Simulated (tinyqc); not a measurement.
The coupled modes against doping: free-carrier optics of a doped semiconductor (Drude model with one polar phonon).

eps(E) = ei [1 - Ep^2/(E^2 + i E Gam)] + (es - ei) wT^2/(wT^2 - E^2 - i E gT), with Ep^2 = 8 pi c (e^2/(4 pi eps0)) N/(m ei), c = hbar^2/2m0, N in 1/angstrom^3 (1e-24 per 1/cm^3); Gam = hbar/tau, tau = mu m m0/e with m0/e = 5.685630e-12 kg/C and mu in m^2/(V s). Energies in meV.

Constants: hbar^2/2m0 = 3.80998211 eV angstrom^2; e^2/(4 pi eps0) = 14.39964547 eV angstrom.

Parameters, chosen for this exercise (mass and dielectric values near those of GaN; N and mu are free inputs; interband absorption and the rise of the mass with filling are left out; not measured data):

| symbol | value | unit | meaning |
|---|---|---|---|
| m | 0.196 | m0 | conductivity mass |
| ei | 5.37 |  | high-frequency dielectric constant |
| wT | 68.8 | meV | TO phonon |
| es | 9.61 |  | static dielectric constant |

L-, L+ solve E^4 - (wL^2 + Ep^2) E^2 + Ep^2 wT^2 = 0, wL = wT sqrt(es/ei); damping left out; energies in meV.

Modes:

| N (1/cm^3) | Ep | L- | L+ | Ep sqrt(ei/es) |
|---|---|---|---|---|
| 2.0e+17 | 16.19 | 12.02 | 92.67 | 12.10 |
| 6.0e+17 | 28.04 | 20.52 | 94.00 | 20.96 |
| 2.0e+18 | 51.19 | 35.52 | 99.14 | 38.26 |
| 4.0e+18 | 72.39 | 46.31 | 107.55 | 54.11 |
| 6.0e+18 | 88.66 | 52.32 | 116.59 | 66.27 |
| 1.0e+19 | 114.46 | 58.44 | 134.74 | 85.56 |
| 6.0e+19 | 280.36 | 67.13 | 287.34 | 209.58 |
| 2.0e+20 | 511.87 | 68.31 | 515.57 | 382.63 |

Give the missing row, N (1/cm^3) = 3.0e+19.

Computed row:
```
N (1/cm^3)      Ep     L-      L+  Ep sqrt(ei/es)
3.0e+19     198.25  65.40  208.55          148.19
```

wL = 92.04 meV

At low density L- follows Ep sqrt(ei/es) (12.02 against 12.10), a plasmon screened by the lattice, and L+ starts at wL. At the highest density L- has come within 0.49 meV of wT, since the carriers screen the field that lifts wL, and L+ is within 3.70 meV of Ep. The branches are closest, 61.24 meV, at 4e+18 1/cm^3 of those listed. The mass is held fixed, while in a real band it rises with filling.

tinyqc: `OMP_NUM_THREADS=1 python tinyqc.py 1651591 1651592 out.jsonl`; about 0.01 s, one thread, shared Intel(R) Xeon(R) Processor @ 2.30GHz.
